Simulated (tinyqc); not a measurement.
Inside a calculation. Method: coherent transport through a tight-binding region between two chains. Computed by tinyqc, a small Python program that keeps every step. Settings: temperature = 300, mu = -0.21. Command: `OMP_NUM_THREADS=1 python tinyqc.py 28845 28846 out.jsonl` (the two numbers bound the seeds that draw the settings). One thread of a shared host (Intel(R) Xeon(R) Processor @ 2.60GHz), about 0.06 s of CPU time with the checks.

## Transmission at E = -0.71 eV

H of the central region (eV):
```
           1          2
1  -0.840000  -1.270000
2  -1.270000  -0.800000
```

Leads: semi-infinite chains with site energy 0:
```
parameter                           value
lead hopping t (eV)              2.470000
coupling to the left lead (eV)   0.790000
coupling to the right lead (eV)  1.450000
left contact site                       1
right contact site                      2
```

E = -0.710000 eV

Surface Green function g = (E - i sqrt(4 t^2 - E^2)) / (2 t^2); self-energy tc^2 g on each contact site; G = (E - H - Sigma)^(-1); Gamma = -2 Im Sigma; T = Gamma_L Gamma_R |G_LR|^2; local density of states -Im G_ii / pi.

g = -0.058188-0.400655i 1/eV

G (1/eV):
```
                     1                    2
1  -0.067068-0.478316i   0.702010+0.075844i
2   0.702010+0.075844i  -0.077000-0.148150i
```

local density of states (1/eV): 0.152253  0.047158

transmission = 0.420065

## Transmission across the band

The same steps on a grid of energies.

T(E):
```
E (eV)              T
-4.69300000  0.001472
-4.22370000  0.007427
-3.75440000  0.023912
-3.28510000  0.075668
-2.81580000  0.256660
-2.34650000  0.628763
-1.87720000  0.586584
-1.40790000  0.439931
-0.93860000  0.403012
-0.46930000  0.464653
0.00000000   0.637254
0.46930000   0.682153
0.93860000   0.318306
1.40790000   0.114356
1.87720000   0.045746
2.34650000   0.020507
2.81580000   0.009866
3.28510000   0.004875
3.75440000   0.002348
4.22370000   0.000997
4.69300000   0.000251
```

levels of the isolated region (eV): -2.090157  0.450157

## Current

I = (2e/h) int T(E) [f(E - mu - V/2) - f(E - mu + V/2)] dE at 300 K with mu = -0.21 eV, the bias not changing H; 2e^2/h = 77.48092 microsiemens; the integral runs over the band on 4001 points.

Current:
```
V (volt)  I (microampere)
0.010000         0.424805
0.050000         2.124208
0.100000         4.249556
0.200000         8.508108
0.400000        17.084239
0.800000        34.581800
```
